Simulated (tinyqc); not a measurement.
Deformation-potential model of the L valleys of a conduction band, step by step. Values are carried at full precision from step to step, so a last printed digit may differ when a step is redone from the rounded ones.

s11 = (C11 + C12)/((C11 - C12)(C11 + 2 C12)), s12 = -C12/((C11 - C12)(C11 + 2 C12)), s44 = 1/C44; exx = s11 sxx + s12 (syy + szz) and cyclic, exy = s44 sxy/2; tension is positive. A uniaxial stress X along the unit vector n is s_ij = X n_i n_j.

Constants: kB = 8.617333262e-05 eV/K; hbar^2/2m0 = 3.80998211 eV angstrom^2.

Parameters, chosen for this exercise (near those of Ge; the results hold for these values, not for the real material): C11 = 124.9 GPa; C12 = 48.9 GPa; C44 = 68 GPa; load = uniaxial [001] (kind of stress); X = 1.03 GPa (stress); Xd = -6.04 eV (dilation potential); Xu = 15.48 eV (uniaxial potential); T = 400 K (temperature); ml = 1.619 m0 (longitudinal mass); mt = 0.085 m0 (transverse mass).

## Strain from a uniaxial [001] stress

Form the compliances and the strain.

s11, s12, s44 (1/TPa): 10.2687  -2.8892  14.7059

strain tensor:
```
           x          y         z
x  -0.002976   0.000000  0.000000
y   0.000000  -0.002976  0.000000
z   0.000000   0.000000  0.010577
```

## Valley shifts

Valleys with axes along [111], [1-1-1], [-11-1] and [-1-11], one whole valley each. Herring-Vogt shift of a valley with unit axis a: dE = Xd tr(e) + Xu a.e.a. Non-degenerate shares n_i = exp(-dE_i/kT)/sum_j exp(-dE_j/kT). Inverse mass tensor of a valley: (1 - a a)/mt + a a/ml; the masses are taken as independent of strain.

Apply the Herring-Vogt formula to each valley.

Xd tr(e) = -27.94 meV

a.e.a: [111] 0.001542, [1-1-1] 0.001542, [-11-1] 0.001542, [-1-11] 0.001542

shifts dE (meV): [111] -4.07, [1-1-1] -4.07, [-11-1] -4.07, [-1-11] -4.07

All valleys shift alike: this load keeps them equivalent by symmetry.

## Shares of the electrons

Boltzmann factors of the shifts.

kT = 34.469 meV

shares: [111] 0.2500, [1-1-1] 0.2500, [-11-1] 0.2500, [-1-11] 0.2500

effective number of valley axes, 1/(largest share) = 4.000

## Conductivity mass tensor

With one scattering time for all valleys the conductivity goes as M = sum_i n_i (inverse mass tensor of valley i); along the unit vector u, 1/m_c = u.M.u. Without stress 1/m_c = (1/ml + 2/mt)/3. Take u along [110].

M (1/m0):
```
       x      y      z
x  8.049  0.000  0.000
y  0.000  8.049  0.000
z  0.000  0.000  8.049
```

m_c along [110] = 0.1242 m0
m_c without stress = 0.1242 m0

The mobility along [110] does not change; with all electrons in the valleys lightest or heaviest along this direction it would change by +46 or -46 %.

## Effective density of states

Each of the 4 whole valleys has m_d = (ml mt^2)^(1/3) and N = 2 (m_d kT/(4 pi c))^(3/2), c = hbar^2/2m0. Counted from the lowest edge, Nc = N x sum_i exp(-(dE_i - dE_min)/kT). 1 angstrom^-3 = 1e24 cm^-3.

m_d = 0.2270 m0
N of one valley = 4.179e+18 cm^-3
Nc under stress = 1.671e+19 cm^-3
Nc without stress = 1.671e+19 cm^-3

## Piezoresistance from repopulation

For small stress d(rho)/rho = pi X. For valleys on the <111> axes pi11 = pi12 = 0 and pi44 = -Xu s44/(3 kT) x (K - 1)/(2K + 1), K = ml/mt. For stress along [110]: pi_l = (pi11 + pi12 + pi44)/2 with the current along it and pi_t = (pi11 + pi12 - pi44)/2 with the current along [1-10]. 1/GPa = 100 x 1e-11/Pa.

K = 19.047

pi11, pi12, pi44 (1e-11/Pa): 0.0  0.0  -101.6

pi_l, pi_t for [110] (1e-11/Pa): -50.8  50.8

Only the transfer between valleys is counted; changes of mass and of intervalley scattering add to it in a real crystal.

## Checks

- Conductivity mass at zero stress against 3/(1/ml + 2/mt): both 0.1242386.
- Piezoresistance coefficients by finite differences against the closed form: largest difference 1.5e-09.

(tinyqc, `OMP_NUM_THREADS=1 python tinyqc.py 1081463 1081464 out.jsonl`, Intel(R) Xeon(R) Processor @ 2.30GHz, 1 thread, shared host, about 0.02 s.)
